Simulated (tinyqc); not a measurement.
## Trap spacing and activation energy from three currents

Question. In its exponential range, without heating, an amorphous layer of thickness ua passes I = (I0/2) exp[-(Ea - q V dz/(2 ua))/kB T]. Find dz, Ea and I0.

Parameters, values chosen for the exercise:

| symbol | value | unit | meaning |
|---|---|---|---|
| ua | 28 | nm | amorphous thickness |

Constants: q = 1.602176634e-19 C, kB = 1.380649e-23 J/K. Results are converted to the units shown.

I at (0.18 V, 330 K), (0.27 V, 330 K) and (0.27 V, 370 K) (nA): [5418.0618, 8092.9901, 20600.599]

Solution. The two voltages give dz/ua, the two temperatures the lowered barrier.

dz = 7.100 nm
Ea = 0.2800 eV
I0 = 91.73 mA

Computed by the program tinyqc: `OMP_NUM_THREADS=1 python tinyqc.py 2490046 2490047 out.jsonl`, one thread of a shared Intel Xeon 2.30GHz, about 0.01 s for the whole run.
